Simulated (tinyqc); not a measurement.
# Surface potential of a MOS transistor: implicit equation and explicit approximations: two studies

p-type body, charge-sheet picture, depletion and inversion only, full ionisation (an idealisation for deep acceptors), Boltzmann statistics (rough once Na exp(x - xn) passes about Nc/7). In units of Vt: xg = (Vg - Vfb)/Vt, x = psi/Vt, G = gamma/sqrt(Vt), xn = (2 phiF + Vc)/Vt. The implicit equation is (xg - x)^2 = G^2 [x - 1 + exp(x - xn)] for x above about 3. Cox = eps0 eox/tox.

Values chosen for this exercise; band and dielectric values close to those of 4H silicon carbide: temperature T = 250 K; band gap Eg = 3.2 eV; relative permittivity eps_r = 9.6; conduction-band density of states at T Nc = 1.29e19 cm^-3; valence-band density of states at T Nv = 1.92e19 cm^-3; relative permittivity of the gate insulator (close to silicon dioxide) eox = 3.9; insulator thickness tox = 1.3 nm; acceptor density Na = 8.6e17 cm^-3; flat-band voltage Vfb = -0.95 V; channel-body voltage Vc = 0.5 V; gate-body voltage Vg = 3.44 V.

Constants: q = 1.602176634e-19 C, kB = 1.380649e-23 J/K, Vt = kB T/q, eps0 = 8.8541878128e-14 F/cm where lengths are in cm. Results are converted to the units shown.

Each table varies one quantity; the others keep the values above.

## Accuracy of the approximations against gate voltage

ni = sqrt(Nc Nv) exp(-Eg/(2 Vt)), Eg in volts; phiF = Vt ln(Na/ni); gamma = sqrt(2 q eps0 eps_r Na)/Cox; VT = Vfb + Vt (xn + G sqrt(xn - 1)). Depletion value a = 1 + [sqrt(G^2/4 + xg - 1) - G/2]^2; inversion value b = xn + ln[(xg - xn)^2/G^2 - xn + 1] and first guess y = min(a, b) - ln(1 + exp(-|a - b|)) if a > xn + 1, else b = y = a; one second-order correction with D = exp(y - xn), p = 2 (xg - y) + G^2 (1 + D), w = (xg - y)^2 - G^2 (y - 1 + D): z = y + 2 w/(p + sqrt(p^2 - 2 (2 - G^2 D) w)), or the Newton step z = y + w/p where the root is not real. N_inv = (Cox Vt G/q) [sqrt(x - 1 + exp(x - xn)) - sqrt(x - 1)] at the root. Lambert form (Cox m Vt/q) W0[(G/(2 m sqrt(xn - 1))) exp((Vg - VT)/(m Vt))], m = 1 + G/(2 sqrt(xn - 1)). Errors under 1e-4 mV, and the linear form below VT, are printed as 0.

Accuracy of the approximations against gate voltage:
```
Vg (V)  psi (V)   x - xn  error of y (mV)  error of z (mV)  N_inv (cm^-2)  Cox (Vg - VT)/q (cm^-2)  Lambert form (cm^-2)
2.57      3.195   -17.61                0                0          411.3                        0                 379.9
2.77      3.386   -8.771          1.58e-4                0        2.754e6                        0               2.665e6
2.97      3.575  0.03189             1.02                0       1.779e10                 2.973e10              1.782e10
3.17      3.675    4.671             17.7             5.03       1.597e12                 3.346e12              1.640e12
3.37      3.702    5.896             11.2           -0.853       4.455e12                 6.661e12              4.572e12
3.57      3.717    6.594             8.51           -0.313       7.509e12                 9.977e12              7.693e12
3.77      3.728    7.094             7.02           -0.162       1.064e13                 1.329e13              1.088e13
3.97      3.736    7.489             6.04          -0.0986       1.381e13                 1.661e13              1.410e13
4.17      3.743    7.815             5.33          -0.0659       1.700e13                 1.992e13              1.734e13
```

Read the table: what changes, and by how much?

psi rises from 3.20 to 3.74 V and ends 7.8 Vt above 2 phiF + Vc. Among the rows the first guess is off by at most 18 mV (at Vg = 3.17 V) and the corrected value by at most 5.0 mV. In the last row the linear form is 17 % above N_inv and the Lambert form 2.0 % above it; in the first row the Lambert form is 7.6 % below it. For Vg = 3.17, 3.37, 3.57, 3.77, 3.97, 4.17 the electron quasi-Fermi level lies less than 2 Vt below the band edge at the surface, or above it, where degeneracy and confinement, left out, matter.

## Effect of the channel-body voltage at fixed gate voltage

Same model as above.

Results:
```
Vc (V)  psi (V)  x - xn  error of y (mV)  error of z (mV)  N_inv (cm^-2)  Cox (Vg - VT)/q (cm^-2)  Lambert form (cm^-2)
0         3.235   7.447             6.10           -0.102       1.373e13                 1.653e13              1.404e13
0.2       3.426   7.039             7.14           -0.172       1.040e13                 1.304e13              1.065e13
0.4       3.615   6.512             8.77           -0.347       7.122e12                 9.560e12              7.300e12
0.6       3.799   5.748             11.9            -1.09       3.934e12                 6.084e12              4.038e12
1         4.025  -2.295           0.0946                0        1.639e9                        0               1.629e9
1.2       4.025  -11.57                0                0        1.530e5                        0               1.474e5
1.4       4.025  -20.86                0                0          14.22                        0                 13.18
```

Estimate the missing row, Vc = 0.8 V.

Computed row:
```
Vc (V)  psi (V)  x - xn  error of y (mV)  error of z (mV)  N_inv (cm^-2)  Cox (Vg - VT)/q (cm^-2)  Lambert form (cm^-2)
0.8       3.966   4.227             18.7             5.33       1.033e12                 2.613e12              1.059e12
```

With this row back in the table: As Vc goes from 0 to 1.4, psi rises from 3.24 to 4.03 V, x - xn falls from 7.45 to -20.9 and N_inv falls from 1.37e13 to 14.2 cm^-2. The Lambert form lies between 0.927 and 1.03 times N_inv. psi follows Vc only while the surface is inverted; once x falls below xn it settles at the depletion value. For Vc = 0, 0.2, 0.4, 0.6, 0.8 the electron quasi-Fermi level lies less than 2 Vt below the band edge at the surface, or above it, where degeneracy and confinement, left out, matter.

Numbers from tinyqc (`OMP_NUM_THREADS=1 python tinyqc.py 2122165 2122166 out.jsonl`; about 0.01 s on one thread of a shared Intel Xeon 2.30GHz).
